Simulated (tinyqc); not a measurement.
Thermal and gravitational stress in a wafer during furnace and rapid thermal processing, and the onset of slip: one step, computed by the program tinyqc. Command: `OMP_NUM_THREADS=1 python tinyqc.py 3015172 3015173 out.jsonl slip walk`. One thread of a shared host (Intel(R) Xeon(R) Processor @ 2.30GHz), about 0.01 s of CPU time with the checks.

A thin free disc in plane stress, isotropic; T(r) = T_centre + dT (r/R)^n with n = 2. Stress is positive in tension; sigma_SB = 5.670374419e-8 W/(m^2 K^4), g = 9.80665 m/s^2.

Problem. Slip criterion. With x = r/R: s_rr = alpha E dT (1 - x^n)/(n + 2), s_tt = alpha E dT [1 - (n + 1) x^n]/(n + 2). Critical resolved stress tau_c = A exp(U/(k_B T)), a form chosen for the exercise; slip when 0.492799 |s_tt(R)| > tau_c; allowed |dT| = tau_c (n + 2)/(0.492799 n alpha E).

Inputs (values chosen for the exercise, modelled on silicon):
```
quantity                              value    unit
Young's modulus E                       142     GPa
expansion alpha                        4.41  1e-6/K
edge less centre temperature dT           3       K
temperature T                          1225       K
prefactor A of the critical stress  0.00026     MPa
energy U of the critical stress        1.11      eV
```

Temperature profile: parabolic.

hoop stress at the edge = -0.93933 MPa

Constants: k_B = 8.617333262e-05 eV/K.

Give: critical stress tau_c; resolved over critical stress; allowed |dT|.

Solution.

critical stress tau_c = 9.586 MPa

resolved over critical stress = 0.04829

allowed |dT| = 62.12 K

No slip; the margin is a factor 21.
